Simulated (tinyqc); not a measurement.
## Six-transistor SRAM cell, nodal equations and margins: effect of the drain-induced barrier lowering

Two cross-coupled inverters (pull-down bn, pull-up bp) hold the nodes Q and QB; access transistors (ba, threshold VTn, gate on the word line at Vdd when selected) join them to the bit lines. Transistor (EKV form, voltages against the body): I = 2 n b Vt^2 [F(vp - Vs) - F(vp - Vd)] from drain to source, F(v) = ln^2(1 + exp(v/(2 Vt))), vp = (Vg - VT + sg |Vd - Vs|)/n. n-channel bodies are at 0; for the p-channel device all voltages are counted down from Vdd. b in uA/V^2 gives I in uA. For an access transistor the bit line is the drain and the node the source. In a read both bit lines are at Vdd. The cell is symmetric (no mismatch).

f(x) is the node voltage of one half-cell for input x: In = Ip in hold, In = Ip + Ia in a read. Static noise margin: side of the largest square between the curve (x, f(x)) and its mirror image (f(y), y); with h(c) the root x of f(x) - x = c, it is the maximum over c > 0 of h(c) - h(-c) + c. Q is the low node in a read and Iread the current of its access transistor. The write trip is the voltage to which the bit line of the high node must fall (the other staying at Vdd) for that state to vanish; higher is easier, and a negative value means that a grounded bit line does not write.

Parameters, values chosen for the exercise:
```
symbol  value    unit                                  meaning
T         300       K                              temperature
Vdd       1.2       V                           supply voltage
n         1.3                                     slope factor
VTn      0.43       V                      n-channel threshold
VTp      0.44       V          p-channel threshold (magnitude)
bn        270  uA/V^2  gain factor of the pull-down transistor
ba        220  uA/V^2     gain factor of the access transistor
bp        130  uA/V^2    gain factor of the pull-up transistor
```

Constants: q = 1.602176634e-19 C, kB = 1.380649e-23 J/K, Vt = kB T/q. Results are converted to the units shown.

Results:

| sg | hold margin (mV) | read margin (mV) | Q in a read (mV) | Iread (uA) | write trip (mV) |
|---|---|---|---|---|---|
| 0.02 | 498.1 | 272.0 | 159.4 | 28.82 | 298.9 |
| 0.05 | 475.3 | 248.8 | 169.5 | 30.58 | 313.5 |
| 0.08 | 452.6 | 226.0 | 179.5 | 32.35 | 327.1 |
| 0.11 | 430.1 | 203.8 | 189.3 | 34.12 | 340.0 |
| 0.17 | 385.7 | 160.9 | 208.9 | 37.64 | 365.3 |

Estimate the missing row, sg = 0.14.

Computed row:

| sg | hold margin (mV) | read margin (mV) | Q in a read (mV) | Iread (uA) | write trip (mV) |
|---|---|---|---|---|---|
| 0.14 | 407.8 | 182.0 | 199.1 | 35.89 | 352.5 |

With this row back in the table: As sg goes from 0.02 to 0.17, the read margin falls from 272 to 161 mV, the write trip rises from 299 to 365 mV and Iread rises from 28.8 to 37.6 uA. The read margin is 0.55 of the hold margin in the first row and 0.42 in the last. Read stability and write ability pull in opposite directions.

Computed by the program tinyqc: `OMP_NUM_THREADS=1 python tinyqc.py 2340098 2340099 out.jsonl`, one thread of a shared Intel Xeon 2.30GHz, about 0.1 s for the whole run.
